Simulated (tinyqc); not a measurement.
# Worked calculation: hexagonal on-chip spiral inductor, lumped pi model

tinyqc, about 0.01 s, one thread, Intel Xeon 2.30GHz (shared host): `OMP_NUM_THREADS=1 python tinyqc.py 2302226 2302227 out.jsonl` Printed values are rounded.

Outer diameter do = di + 2 n wd + 2 (n - 1) sp, mean da = (do + di)/2, fill p = (do - di)/(do + di), length l = 3.464 n da. L = 2.33 mu0 n^2 da/(1 + 3.82 p), mu0 = 4 pi 1e-7 H/m. Rs = rho l/(wd delta (1 - exp(-th/delta))), delta = sqrt(rho/(pi f mu0)). Cs = n wd^2 eps0 eo/hu across the coil. At each end Cox = l wd eps0 eo/(2 ho) leads to the substrate branch Rsi = 2 rs he/(l wd) in parallel with Csi = l wd eps0 11.7/(2 he). With one end grounded Y = 1/(Rs + i w L) + i w Cs + 1/[1/(i w Cox) + 1/(1/Rsi + i w Csi)], w = 2 pi f; Q = -Im Y/Re Y. Eddy currents in neighbouring turns and in the substrate are left out.

Inputs (values chosen for the exercise); values of the order met in silicon radio-frequency processes: number of turns n = 4.5; line width wd = 4 um; space between turns sp = 1.5 um; inner diameter di = 60 um; metal thickness th = 0.9 um; metal resistivity rho = 2.2 uohm cm; oxide below the coil ho = 7.5 um; oxide between coil and underpass hu = 1.2 um; relative permittivity of the oxide eo = 3.9; substrate resistivity rs = 10 ohm cm; effective spreading depth in the substrate he = 80 um; frequency f = 1.4 GHz.

Constants: eps0 = 8.8541878128e-12 F/m. Results are converted to the units shown.

## Geometry and model elements

do, l, L, delta, Rs, Cs, Cox, Rsi and Csi as defined.

do = 106.5 um
l = 1297.70 um
L = 2.38818 nH
delta = 1.99511 um
Rs = 9.85313 ohm
Cs = 2.07188 fF
Cox = 11.9497 fF
Rsi = 3082.37 ohm
Csi = 3.36085 fF

Rs is 1.24 times the direct-current value in this empirical form, which overstates the skin effect of a flat slab when delta is near th and so stands in for some current crowding.

## Admittance, quality factor and apparent inductance

Series branch 1/(Rs + i w L), substrate branch, total Y, Q = -Im Y/Re Y, apparent inductance Im(1/Y)/w, metal-only value w L/Rs, share of the loss in the substrate Re(substrate branch)/Re Y.

series branch = 18.3008-39.0184i mS
substrate branch = 0.0290512+0.0930550i mS
Y = 18.3298-38.9071i mS
Q = 2.12261
apparent inductance = 2.39116 nH
w L/Rs = 2.13206
share of the loss in the substrate = 0.158491 %

Q is 99.6 % of the metal-only value.
